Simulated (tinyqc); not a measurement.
Piezoresistors in the (001) plane of a cubic crystal: one step of the calculation.

Plane stress in crystal axes x = [100], y = [010]. First-order piezoresistance: d rho_xx/rho = p11 sxx + p12 syy, d rho_yy/rho = p12 sxx + p11 syy, d rho_xy/rho = p44 sxy; a resistor along d = (cos th, sin th) changes by dR/R = d.(d rho/rho).d. Changes of geometry and second-order terms are left out.

Question. Longitudinal and transverse coefficients. For uniaxial stress along or across the current: pL = p11 - (A/2) sin^2(2 th), pT = p12 + (A/2) sin^2(2 th), A = p11 - p12 - p44. Gauge factor along [110]: E (p11 + p12 + p44)/2.

Inputs (values chosen for the exercise); coefficients close to those of lightly doped n-type silicon: piezoresistive coefficient p11 = -109 x 1e-11/Pa; piezoresistive coefficient p12 = 51.7 x 1e-11/Pa; piezoresistive coefficient p44 = -13.4 x 1e-11/Pa; angle of the current from [100] th = 22.5 deg; Young's modulus along [110] E = 166 GPa.

Wanted: A; pL; pT; gauge factor.

Answer.

A = -147.3 x 1e-11/Pa
pL = -72.17 x 1e-11/Pa
pT = 14.88 x 1e-11/Pa
gauge factor = -58.68

Computed by the program tinyqc: `OMP_NUM_THREADS=1 python tinyqc.py 2530148 2530149 out.jsonl`, one thread of a shared Intel Xeon 2.30GHz, about 0.01 s for the whole run.
